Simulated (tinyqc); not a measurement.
## Trench capacitor in an array: capacitance, non-linearity, leakage and relaxation: charge lost after writing

A film between two metal electrodes, each interface adding a series capacitance ci. The small-signal permittivity is ek (1 + aq E^2); the field is found with the linear permittivity. Leakage J = J0 sinh(E/Ef). After a voltage step the film passes a relaxation current kr C V tt^(-nr), tt being the time in seconds. The sidewall is a coaxial capacitor with radii a = dm/2 - t and b = dm/2, depth AR dm; the end face is left out.

Planar film: Cf = eps0 ek/t, 1/C = 1/Cf + 2/ci, EOT = 3.9 eps0/C, effective permittivity C t/eps0, E = (V/t) C/Cf. A capacitor written for t0 and then left open loses, as a share of C V, kr (tt^(1 - nr) - t0^(1 - nr))/(1 - nr) by relaxation and J tt/(C V) by leakage; both are taken as small, and rows far outside that range are left out.

Parameters, values chosen for the exercise; permittivity of the order of that of titanium dioxide: relative permittivity of the film ek = 73; film thickness t = 5.9 nm; capacitance of each electrode interface (dead layer and screening) ci = 1000 uF/cm^2; quadratic field coefficient of the permittivity aq = 0.039 cm^2/MV^2; bias V = 1.7 V; exponent of the relaxation current nr = 0.934; strength of the relaxation kr = 0.0068; leakage prefactor J0 = 1.1e-10 A/cm^2; field for an e-fold rise of the leakage Ef = 0.21 MV/cm; duration of the write pulse t0 = 1e-8 s.

Constants: eps0 = 8.8541878128e-14 F/cm where lengths are in cm. Results are converted to the units shown.

The same in every row: leakage current (nA/cm^2) = 37277.

Charge lost after writing:
```
tt (s)  relaxation current (nA/cm^2)  loss by relaxation (%)  loss by leakage (%)  total loss (%)
1e-6                        4.9793e7                  1.0850            2.0454e-4          1.0852
1e-5                        5.7965e6                  1.7644            0.0020454          1.7665
0.0001                      6.7478e5                  2.5554             0.020454          2.5758
0.001                          78553                  3.4761              0.20454          3.6806
0.01                          9144.6                  4.5480               2.0454          6.5934
```

What does the comparison show?

The two currents are equal at tt = 0.00222 s. The loss by relaxation grows from 1.08 to 4.55 %, by 0.679 points over the first decade and 1.07 over the last, while the loss by leakage grows tenfold a decade. Relaxation is the larger loss in every row. For tt = 0.01 the falling voltage would already cut the leakage, so the linear estimate overstates the loss.

Numbers from tinyqc (`OMP_NUM_THREADS=1 python tinyqc.py 2102121 2102122 out.jsonl`; about 0.01 s on one thread of a shared Intel Xeon 2.30GHz).
